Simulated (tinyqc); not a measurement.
Inductance and parasitic capacitance from two readings.

Question. A loss-free coil L in parallel with C shows the apparent inductance L/(1 - w^2 L C), w = 2 pi f. Find L, C and the self-resonance 1/(2 pi sqrt(L C)).

apparent inductance at 4.7 and 8.2 GHz (nH): [3.1938171, 5.9900318]

Answer. The inverse of the reading is 1/L - w^2 C, a straight line in w^2.

L = 2.60 nH
C = 82.0 fF
self-resonance = 10.9 GHz

Program tinyqc, `OMP_NUM_THREADS=1 python tinyqc.py 2302095 2302096 out.jsonl`; Intel Xeon 2.30GHz, shared host, one thread, about 0.01 s.
